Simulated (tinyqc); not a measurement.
Minority-electron transport through the base of a bipolar transistor (Moll-Ross and Kroemer integrals): one step, computed by the program tinyqc. Command: `OMP_NUM_THREADS=1 python tinyqc.py 3024684 3024685 out.jsonl base walk`. One thread of a shared host (Intel(R) Xeon(R) Processor @ 2.30GHz), about 0.01 s of CPU time with the checks.

Low injection, one dimension, x from the emitter edge (0) to the collector edge (W), s = x/W. Recombination is treated as a small correction (valid for tau_B well below tau_n), computed from the stored charge.

Question. Gain and speed. Emitter-limited gain beta_E = G_E/G_B; recombination-limited gain beta_R = tau_n/tau_B; 1/beta = 1/beta_E + 1/beta_R; f_T from the base alone = 1/(2 pi tau_B).

Inputs (values chosen for the exercise, modelled on SiGe): electron lifetime tau_n = 100 ns; emitter Gummel number G_E = 4.6e+13 s/cm^4; temperature T = 300 K.

Base doping profile: exponential. Gap grading: linear. Exit of the base: saturation velocity.

base Gummel number G_B = 9.141632e+13 s/cm^4

base transit time tau_B = 42.23158 ps

Give: beta_E; beta_R; current gain beta; f_T from the base alone.

Answer.

beta_E = 0.5032

beta_R = 2368

current gain beta = 0.5031

f_T from the base alone = 3.769 GHz

The gain is limited mainly by hole injection into the emitter (100 % of the base current). Caution: a current gain below 1 is far from a working transistor: the base is too heavily doped or too wide for this emitter and lifetime.
